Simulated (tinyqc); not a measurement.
Comparisons within one model: virtual-crystal alloy A(1-x)B(x) in sp3s* tight binding. A value that a table varies takes the place of the one given here.

sp3s* tight binding, nearest neighbours only: anion (a) at 0, cation (c) at a/4 (1,1,1), orbitals s, px, py, pz, s* on each; k in units of 2 pi/a. With phases e_j = exp(i (pi/2) k.n_j) for n = (1,1,1), (1,-1,-1), (-1,1,-1), (-1,-1,1): g0 = (e1+e2+e3+e4)/4, g1 = (e1+e2-e3-e4)/4, g2 = (e1-e2+e3-e4)/4, g3 = (e1-e2-e3+e4)/4. The diagonal holds the levels Esa, Epa, Exa (s*) and Esc, Epc, Exc. Anion-cation block: <sa|sc> = Vss g0; <sa|xc> = Vsapc g1; <xa|sc> = -Vscpa g1; <xa|xc> = Vxx g0; <xa|yc> = <ya|xc> = Vxy g3, <xa|zc> = <za|xc> = Vxy g2, <ya|zc> = <za|yc> = Vxy g1; <s*a|xc> = Vxapc g1; <xa|s*c> = -Vpaxc g1; y and z take g2 and g3 in place of g1; s-s* and s*-s* vanish.

Virtual crystal: a(x) = (1 - x) aA + x aB (Vegard); the six levels are averaged linearly; the seven couplings follow Harrison's rule, V(x) a(x)^2 = (1 - x) V_A aA^2 + x V_B aB^2. No spin-orbit coupling and no disorder. Gaps are measured from the top of the valence band at Gamma; the Delta value is the minimum on (kx,0,0) for kx from 0.5 to 1.

Values chosen for the exercise (A near a published set for Ge, B for Si; such sets place X and L only to about 0.5 eV; not measured data): aA = 5.653 angstrom (lattice constant of A); aB = 5.428 angstrom (of B); pA = (-5.882, 1.616, -5.882, 1.616, 6.385, 6.385, -6.77, 1.612, 4.913, 5.459, 5.459, 5.204, 5.204) eV (order Esa, Epa, Esc, Epc, Exa, Exc, Vss, Vxx, Vxy, Vsapc, Vscpa, Vxapc, Vpaxc); pB = (-4.211, 1.72, -4.211, 1.72, 6.678, 6.678, -8.314, 1.721, 4.56, 5.75, 5.75, 5.36, 5.36) eV (the same for B); x = 0.15 (fraction of B).

## Gaps across the alloy

Bowing b from E(x) = (1 - x) E(0) + x E(1) - b x (1 - x), taken at x = 0.5.

Gaps (eV):
```
x      a (angstrom)   Gamma   Delta       L
0.000        5.6530  0.8840  0.7957  0.7561
0.125        5.6249  1.2738  0.8463  0.9639
0.250        5.5968  1.6670  0.8967  1.1754
0.375        5.5686  2.0638  0.9467  1.3904
0.500        5.5405  2.4642  0.9965  1.6089
0.625        5.5124  2.8684  1.0459  1.8305
0.750        5.4843  3.2763  1.0950  2.0553
0.875        5.4561  3.4134  1.1438  2.2828
1.000        5.4280  3.4420  1.1923  2.5130
```

bowing (eV): Gamma -1.205, Delta -0.010, L 0.103

The lowest valley changes from L to the Delta line near x = 0.03 (linear estimate between rows). The bowing is -1.205 (Gamma), -0.010 (Delta) and +0.103 eV (L); a positive value means that the gap sags below the straight line. At Gamma the lowest empty level is s-like at one end and p-like at the other, so that column has a kink and its b is no true bowing. The virtual crystal leaves out the part of the bowing that comes from disorder and bond relaxation, and this model places the Delta and L valleys only roughly, so crossings, or their absence, can differ from those of the real alloy.

## Two ways to average the couplings

The gaps with the 1/a^2 rule and with a plain linear average of all thirteen parameters.

Gaps (eV):
```
x      Gamma   Delta       L  Gamma, linear  Delta, linear  L, linear
0.10  1.1955  0.8362  0.9220         1.2060         0.8367     0.9270
0.25  1.6670  0.8967  1.1754         1.6890         0.8977     1.1858
0.50  2.4642  0.9965  1.6089         2.4940         0.9977     1.6229
0.75  3.2763  1.0950  2.0553         3.2990         1.0958     2.0658
0.90  3.4191  1.1535  2.3286         3.4202         1.1539     2.3337
```

At x = 0.5 the two rules differ by -29.8 (Gamma), -1.2 (Delta) and -14.0 meV (L), with lattice constants 3.98 % apart: in terms of bowing, b = 4 times the sag at x = 0.5, the rule adds +0.119, +0.005 and +0.056 eV. The ends x = 0 and 1 are the same under both rules.

## Composition and lattice constants

Gaps of the alloy. Each row changes one parameter from the base and keeps the others.

Results:
```
case                 gap Gamma (eV)  gap Delta (eV)  gap L (eV)  kx of the Delta minimum
base                         1.3521          0.8564      1.0059                    0.796
x = 0.2                      1.5093          0.8766      1.0903                    0.792
aA = 5.54 angstrom           1.3590          0.8567      1.0091                    0.796
aB = 5.537 angstrom          1.3589          0.8567      1.0091                    0.796
```

The largest shifts from the base row, up to three for each result and ties (the steps differ in size, so this ranks the rows, not the parameters). gap Gamma (eV): x +0.1572, aA +0.0068, aB +0.0067. gap Delta (eV): x +0.0202, aA +0.0003, aB +0.0003. gap L (eV): x +0.0844, aA +0.0032, aB +0.0032. kx of the Delta minimum: x -0.004; unchanged at the printed digits by aA and aB. The lattice constants enter only through the weights of the couplings. L and Delta lie within 0.15 eV, closer than these parameter sets can order them.

Program tinyqc; command `OMP_NUM_THREADS=1 python tinyqc.py 1481677 1481678 out.jsonl`; about 0.07 s on one thread of a shared Intel(R) Xeon(R) Processor @ 2.30GHz.
